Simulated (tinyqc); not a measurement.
Correlation length: interface roughness in a thin film (subband fluctuation and scattering).

Square well of width t, barriers V0, c = hbar^2/2m0: E1 solves k t + 2 atan[(k/mz)/(kappa/mb)] = pi, k = sqrt(mz E/c), kappa = sqrt(mb (V0 - E)/c). One interface is rough, so the subband edge fluctuates by G dt with G = |dE1/dt| (central difference of 0.01 angstrom; 2 E1/t for hard walls).

Gaussian roughness spectrum S(q) = pi D^2 Lc^2 exp(-q^2 Lc^2/4). Degenerate gas, taken to fill one subband (the second starts to fill once c kF^2/md exceeds E2 - E1, which is not tested here): kF = sqrt(2 pi Ns/gv), q = 2 kF sin(theta/2), 1/tau = (md/(2 pi c hbar)) G^2 times the integral from 0 to pi of S(q)(1 - cos theta)/eps(q)^2 dtheta, eps(q) = 1 + qs/q with screening (qs = gv md q0/(c eps), q0 = e^2/(4 pi eps0), form factors left out, which overstates the screening; other scattering is left out too, so these values lie far above measured mobilities in all but the thinnest films) or 1 without; mobility = tau c2/md with c2 = e/m0 = 1.75882e15 cm^2/(V s^2); 1e12/cm^2 = 1e-4/angstrom^2.

Constants: hbar^2/2m0 = 3.80998211 eV angstrom^2; hbar = 6.58211957e-16 eV s; e^2/(4 pi eps0) = 14.39964547 eV angstrom.

Values chosen for the exercise (near those of a thin InGaAs channel; shifted at random, so the results belong to these values and not to a real crystal): t = 82 angstrom (film thickness); mz = 0.046 m0 (confinement mass); V0 = 1.94 eV (barrier); mb = 0.26 m0 (barrier mass); md = 0.044 m0 (mass in the plane); gv = 1 (valleys); D = 3.1 angstrom (rms height of the roughness); Ns = 0.85 x 1e12/cm^2 (sheet density); eps = 11.1 (mean dielectric constant at the channel); Ll = (4, 8, 14, 22, 35, 55, 90) angstrom (correlation lengths).

Fixed D; bare and screened mobility.

Results:

| Lc (angstrom) | kF Lc | bare mobility (cm^2/(V s)) | screened mobility (cm^2/(V s)) |
|---|---|---|---|
| 4 | 0.09 | 6.62e+06 | 1.28e+07 |
| 8 | 0.18 | 1.69e+06 | 3.28e+06 |
| 22 | 0.51 | 2.63e+05 | 5.16e+05 |
| 35 | 0.81 | 1.38e+05 | 2.75e+05 |
| 55 | 1.27 | 1.07e+05 | 2.23e+05 |
| 90 | 2.08 | 1.59e+05 | 4.04e+05 |

Give the missing row, Lc (angstrom) = 14.

Computed row:
```
Lc (angstrom)  kF Lc  bare mobility (cm^2/(V s))  screened mobility (cm^2/(V s))
14              0.32                    5.80e+05                        1.13e+06
```

The bare mobility is lowest at Lc = 55 angstrom of those listed (kF Lc = 1.27). The screened mobility is lowest at Lc = 55 angstrom of those listed (kF Lc = 1.27). Short roughness averages out (mobility as 1/Lc^2; the first two rows give exponent -1.97), and long roughness deflects only by small angles (bare mobility rising as Lc; the last two rows give 0.82).

Run: tinyqc, `OMP_NUM_THREADS=1 python tinyqc.py 1281002 1281003 out.jsonl`; Intel(R) Xeon(R) Processor @ 2.30GHz, one thread, shared host; about 0.01 s of CPU time with all checks.
